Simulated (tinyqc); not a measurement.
One electron in a tunnel-coupled double dot: charge qubit, sensing and quantum capacitance: two steps of the calculation.

Basis (left, right), H = [[ep/2, tc], [tc, -ep/2]], splitting Om = sqrt(ep^2 + 4 tc^2), ep = al times the gate voltage. In equilibrium the electron is on the right with the chance P_R = [1 + (ep/Om) tanh(Om/2 kB T)]/2.

Inputs (values chosen for the exercise):
- tc = 3.4 ueV (tunnel coupling)
- T = 0.38 K (electron temperature)
- al = 0.5 eV/V (lever arm of the gate on the detuning)
- Cp = 0.25 pF (parasitic capacitance of the resonator)
- f0 = 672 MHz (resonator frequency)
- Q = 129 (loaded quality factor)
- se = 1.1 ueV (deviation of quasi-static detuning noise)
- ep = 11.2 ueV (detuning)

Constants: q = 1.602176634e-19 C, kB = 1.380649e-23 J/K, hbar = 1.054571817e-34 J s, h = 6.62607015e-34 J s, Vt = kB T/q. Results are converted to the units shown.

Problem 1. Capacitance seen by a resonator. q^2 al^2 dP_R/d(ep) splits into Cq = q^2 al^2 (2 tc^2/Om^3) tanh(Om/2 kB T) and Ct = q^2 al^2 (ep/Om)^2/(4 kB T cosh^2(Om/2 kB T)); Ct appears only if relaxation is faster than the drive. A resonator of frequency f0, capacitance Cp and quality factor Q shifts by df = -f0 Cq/(2 Cp) and its phase by -2 Q Cq/Cp.

Find: Cq; Ct; df; phase shift.

Solution 1.

Cq = 81.28 aF
Ct = 214.7 aF
df = -109.2 kHz
phase shift = -4806 millidegree

Problem 2. Dephasing by charge noise. Noise in ep shifts Om by (ep/Om) d + (2 tc^2/Om^3) d^2. For Gaussian d of deviation se the spread of Om is sqrt[(ep se/Om)^2 + 2 (2 tc^2 se^2/Om^3)^2], and T2* is estimated as sqrt(2) hbar/spread; Om T2*/h counts the oscillations within T2*.

Find: first-order spread; second-order spread; T2*; oscillations within T2*.

Solution 2.

first-order spread = 0.9403 ueV
second-order spread = 0.01759 ueV
T2* = 0.9898 ns
oscillations within T2* = 3.136

At ep = 0 the first-order term vanishes and T2* would be 7.40 ns.

tinyqc, about 0.01 s, one thread, Intel Xeon 2.30GHz (shared host): `OMP_NUM_THREADS=1 python tinyqc.py 2470046 2470047 out.jsonl`
